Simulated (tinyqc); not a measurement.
Raman shift of the zone-centre optical phonon of a diamond-structure crystal under stress: one step, computed by the program tinyqc.

Axes x, y, z are the cube axes. Strain shifts the threefold optical mode and can split it; p, q and r are the phonon deformation potentials.

Task: Secular matrix and shifts. Secular matrix: M_xx = p eps_xx + q (eps_yy + eps_zz), M_xy = 2 r eps_xy; its eigenvalues are omega^2 - omega_0^2, and the shifts are these over 2 omega_0.

Inputs (values chosen for the exercise, modelled on germanium):
```
quantity                      value  unit
unstrained frequency omega_0  300.2  1/cm
p/omega_0^2                   -1.54     -
q/omega_0^2                   -1.91     -
r/omega_0^2                   -1.14     -
```

Stress state: uniaxial. Axis: [110].

strain (per mille):
```
           x          y         z
x  -2.206214  -2.350746  0.000000
y  -2.350746  -2.206214  0.000000
z   0.000000   0.000000  1.644171
```

Give: M/(2 omega_0); shifts, in rising order.

Result:

M/(2 omega_0) (1/cm):
```
         x        y        z
x  0.67111  0.80449  0.00000
y  0.80449  0.67111  0.00000
z  0.00000  0.00000  0.88495
```

shifts, in rising order (1/cm): -0.1334  0.8849  1.4756

All three modes are split. The shifts differ in sign.
